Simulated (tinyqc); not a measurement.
Changing the defect mass M': vibrations of a mass or spring defect in a linear chain. Computed by tinyqc, a small Python program. Command: `OMP_NUM_THREADS=1 python tinyqc.py 3004313 3004314 out.jsonl localmode sweep`. One thread of a shared host (Intel(R) Xeon(R) Processor @ 2.30GHz), about 0.05 s of CPU time with the checks.

A ring of N atoms with nearest-neighbour springs k and motion along the chain. Atom 1 is the defect, of mass M', and its two springs are k'. All other atoms have the mass M.

Inputs (values chosen for the exercise, for a model chain): spring constant k = 1.86 eV/angstrom^2; host mass M = 25.4 u; spring ratio k'/k at the defect = 1.5.

Host: monatomic.

Constants: nu for 1 eV/(angstrom^2 u) = 15.6333042 THz.

Method:
- Host band: lambda from 0 to 4k/M.
- nu = 15.6333042 THz x sqrt(lambda), lambda in eV/(angstrom^2 u).
- D_ii = (sum of the two springs at i)/M_i, D_ij = -k_ij/sqrt(M_i M_j) for neighbours, closed into a ring.
- The same matrix for 120 atoms; amplitudes are the mass-weighted eigenvector, in size, relative to the defect, for the highest mode; its weight is the squared component of the normalised eigenvector on the defect.

One run for each value; columns: (1) defect mass M' (u); (2) ratio to the top of the host band; (3) weight of the highest mode on the defect; (4) highest frequency, long ring (THz):
```
(1)      (2)      (3)     (4)
1.0   4.4079  0.98019  37.295
1.6   3.5056  0.96818  29.661
2.5   2.8298  0.95002  23.942
4.0   2.2711  0.91937  19.215
6.4   1.8397  0.86949  15.565
10.0  1.5271  0.79336  12.921
16.0  1.2850  0.66600  10.873
25.0  1.1289  0.48527   9.551
64.0  1.0019  0.04691   8.477
```

Give the missing row, defect mass M' (u) = 40.0.

Computed row; columns: (1) defect mass M' (u); (2) ratio to the top of the host band; (3) weight of the highest mode on the defect; (4) highest frequency, long ring (THz):
```
(1)      (2)      (3)    (4)
40.0  1.0353  0.24755  8.760
```

Interpolating between the two neighbouring rows (the first column on a logarithmic scale, the others too where they are positive) misses most in weight of the highest mode on the defect, by 39 %. Over the rows, ratio to the top of the host band falls from 4.41 to 1.00 (exponent d ln y / d ln x -0.49 between the first rows and -0.070 between the last); weight of the highest mode on the defect falls from 0.980 to 0.0469 (exponent d ln y / d ln x -0.026 between the first rows and -3.5 between the last); highest frequency, long ring (THz) falls from 37.3 to 8.48 (exponent d ln y / d ln x -0.49 between the first rows and -0.070 between the last). At the low end the exponent of highest frequency, long ring is -0.49, close to -0.50: a very light atom vibrates against nearly fixed neighbours. A mode above the band (ratio over 1.0005) appears for M' up to 64.0 u among these rows, 2.5 of the mass replaced.

Extremes, crossings and ranges named in words are read from the listed rows.
